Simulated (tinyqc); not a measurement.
# Activation energy from two powers

Question. P(T) = Pd + Pl (T/300 K)^2 exp[(q Ea/kB)(1/(300 K) - 1/T)]. Find Ea and Pl.

Parameters, values chosen for the exercise:
```
symbol  value  unit                                  meaning
Pd        4.9     W  temperature-independent switching power
```

Constants: q = 1.602176634e-19 C, kB = 1.380649e-23 J/K. Results are converted to the units shown.

P at T = 340 and 380 K (W): 5.12558074  5.64334965

Answer. Subtract Pd; the ratio of the leakage powers, divided by the T^2 factors, is an Arrhenius factor.

Ea = 0.270 eV
Pl = 0.0514 W

Computed by the program tinyqc: `OMP_NUM_THREADS=1 python tinyqc.py 2520133 2520134 out.jsonl`, one thread of a shared Intel Xeon 2.30GHz, about 0.01 s for the whole run.
